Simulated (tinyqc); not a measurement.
Graded p-n junction, non-linear Poisson equation by Newton steps: two steps of the calculation.

One dimension, p side on the left, n side on the right; net doping C = (Nd - Na)/2 + ((Nd + Na)/2) tanh(x/Lg). The potential psi is counted from the intrinsic level, and the quasi-Fermi potentials are flat: 0 for holes and -V for electrons, so n = ni exp((psi + V)/Vt) and p = ni exp(-psi/Vt) (Boltzmann statistics, full ionisation, no current). Under reverse bias this makes the minority densities vanishingly small everywhere; they play no part in the charge.

Parameters, values chosen for the exercise; band and dielectric values those of a made-up semiconductor:
- T = 300 K (temperature)
- Eg = 0.781 eV (band gap)
- eps_r = 12.3 (relative permittivity)
- Nc = 7.91e18 cm^-3 (conduction-band density of states at T)
- Nv = 5.1e18 cm^-3 (valence-band density of states at T)
- Na = 5.1e16 cm^-3 (acceptor density of the p side)
- Nd = 6.8e16 cm^-3 (donor density of the n side)
- V = -1.5 V (bias of the p side against the n side)

Constants: q = 1.602176634e-19 C, kB = 1.380649e-23 J/K, Vt = kB T/q, eps0 = 8.8541878128e-14 F/cm where lengths are in cm. Results are converted to the units shown.

Problem 1. Intrinsic density, end potentials and Debye lengths. ni = sqrt(Nc Nv) exp(-Eg/(2 Vt)), Eg in volts; psi_p = -Vt ln(Na/ni), psi_n = Vt ln(Nd/ni) - V; Debye length sqrt(eps0 eps_r Vt/(q N)).

Wanted: ni; psi_p; psi_n; Debye length, p side; Debye length, n side.

Solution 1.

ni = 1.7489e12 cm^-3
psi_p = -0.26577 V
psi_n = 1.7732 V
Debye length, p side = 18.562 nm
Debye length, n side = 16.075 nm

Problem 2. Densities, residual and Jacobian diagonal. n_i = ni exp((psi_i + V)/Vt), p_i = ni exp(-psi_i/Vt), rho_i = p_i - n_i + C_i, g_i = (n_i + p_i)/Vt. Box widths w_i = (h_(i-1) + h_i)/2 in cm. Residual F_i = a_i (psi_(i+1) - psi_i) - a_(i-1) (psi_i - psi_(i-1)) + q rho_i w_i; Jacobian: a_(i-1) and a_i beside the diagonal, b_i = -a_(i-1) - a_i - q g_i w_i on it. The two end nodes are fixed.

| node | x (nm) | psi after iteration 1 (V) | net doping C (cm^-3) |
|---|---|---|---|
| 0 | -1220 | -0.2657741 | -5.0999997e16 |
| 1 | -899 | -0.1395211 | -5.0999685e16 |
| 2 | -631 | 0.0878783 | -5.0985524e16 |
| 3 | -407 | 0.2895676 | -5.0645888e16 |
| 4 | -221 | 0.4797147 | -4.6143521e16 |
| 5 | -65 | 0.8609517 | -1.7297459e16 |
| 6 | 65 | 0.9968263 | 3.4297459e16 |
| 7 | 217 | 1.1400412 | 6.2870237e16 |
| 8 | 396 | 1.3004595 | 6.7585841e16 |
| 9 | 605 | 1.4814542 | 6.7979014e16 |
| 10 | 850 | 1.6848021 | 6.7999366e16 |
| 11 | 1140 | 1.7732112 | 6.7999990e16 |

| interval | coupling a_i (F/cm^2) |
|---|---|
| 0 | 3.3927262e-8 |
| 1 | 4.0636757e-8 |
| 2 | 4.8618978e-8 |
| 3 | 5.8551887e-8 |
| 4 | 6.9811865e-8 |
| 5 | 8.3774239e-8 |
| 6 | 7.1649020e-8 |
| 7 | 6.0841626e-8 |
| 8 | 5.2108378e-8 |
| 9 | 4.4451637e-8 |
| 10 | 3.7553969e-8 |

ni = 1.7488882e12 cm^-3

Wanted: n; p; residual F; diagonal b.

Solution 2.

| node | n (cm^-3) | p (cm^-3) |
|---|---|---|
| 0 | 3.794e-18 | 5.100e16 |
| 1 | 5.012e-16 | 3.860e14 |
| 2 | 3.313e-12 | 5.841e10 |
| 3 | 8.098e-9 | 2.389e7 |
| 4 | 1.267e-5 | 1.527e4 |
| 5 | 32.15 | 0.006017 |
| 6 | 6163 | 3.139e-5 |
| 7 | 1.569e6 | 1.233e-7 |
| 8 | 7.774e8 | 2.489e-10 |
| 9 | 8.535e11 | 2.267e-13 |
| 10 | 2.225e15 | 8.696e-17 |
| 11 | 6.800e16 | 2.845e-18 |

| node | residual F (1e-7 C/cm^2) | diagonal b (F/cm^2) |
|---|---|---|
| 1 | -2.339 | -1.450e-7 |
| 2 | -2.004 | -8.926e-8 |
| 3 | -1.650 | -1.072e-7 |
| 4 | -1.109 | -1.284e-7 |
| 5 | -0.549 | -1.536e-7 |
| 6 | 0.764 | -1.554e-7 |
| 7 | 1.662 | -1.325e-7 |
| 8 | 2.097 | -1.130e-7 |
| 9 | 2.468 | -9.668e-8 |
| 10 | 2.762 | -4.508e-7 |

Computed by the program tinyqc: `OMP_NUM_THREADS=1 python tinyqc.py 2000062 2000063 out.jsonl`, one thread of a shared Intel Xeon 2.30GHz, about 0.04 s for the whole run.
